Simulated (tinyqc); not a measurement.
The window in starting coverage: bottom-up copper filling of a trench by curvature-enhanced accelerator coverage. Computed by tinyqc, a small Python program. Command: `OMP_NUM_THREADS=1 python tinyqc.py 3009409 3009410 out.jsonl superfill walk`. One thread of a shared host (Intel(R) Xeon(R) Processor @ 2.30GHz), about 0.04 s of CPU time with the checks.

A rectangular trench keeps vertical walls and a flat floor. An accelerator floats on the surface; where area is lost in the corners it is passed on to the floor.

Inputs (values chosen for the exercise, close to those used for damascene copper plating): trench width w = 69 nm; aspect ratio h/w = 1.1; exchange current of the suppressed surface i_0 = 0.038 mA/cm^2; exchange current of the accelerated surface i_1 = 3.6 mA/cm^2; transfer coefficient alpha = 0.52; overpotential eta = 0.085 V; adsorption rate k_a = 0 1/s; cupric ion concentration C = 0.28 mol/l; diffusivity D = 5e-06 cm^2/s; boundary layer delta = 31 um; temperature T = 298 K.

Constants: e = 1.602176634e-19 C; N_A = 6.02214076e+23 1/mol; k_B = 8.617333262e-05 eV/K.

Method. Kinetic current i_k = [i_0 (1 - theta) + i_1 theta] exp(alpha eta/(k_B T)), limit i_L = 2 F D C/delta, i = 1/(1/i_k + 1/i_L); velocity v = i Omega/(2F), Omega = 7.11 cm^3/mol, F = e N_A. Depletion inside the trench is ignored. Half width x, floor height y, depth h = aspect ratio x w. dx/dt = -v_s, dy/dt = v_b. d theta_b/dt = k_a (1 - theta_b) + [theta_s v_b + theta_b v_s]/x: the floor takes the accelerator of the wall it covers and keeps its own as it narrows. d theta_s/dt = k_a (1 - theta_s). theta_b is capped at 1. Integrate (tolerance 1e-9) until the walls meet (x = 0.02 w/2) or the floor passes the original mouth y = h. Start: x = w/2, y = 0, theta_b = theta_s = theta_0. Height filled = y/h, opening left = x/(w/2).

Outcome:
```
theta_0  v(1)/v(theta_0)  height filled  opening left  time (s)
0.001             70.553         0.7055       0.02000    395.93
0.003             60.257         1.0000       0.04390    329.90
0.010             39.912         1.0000       0.15760    192.53
0.020             26.959         1.0000       0.21379    121.37
0.050             13.721         1.0000       0.25601     58.46
0.100              7.607         1.0000       0.26163     32.16
0.200              4.085         1.0000       0.17686     19.25
0.400              2.187         0.8545       0.02000     12.27
0.800              1.200         0.5297       0.02000      6.74
```

What does the comparison show, and why?

The fill succeeds for theta_0 from 0.003 to 0.2 among these rows, with the widest margin at 0.1. Too little accelerator takes too long to concentrate. Too much speeds the walls as well and removes the contrast.
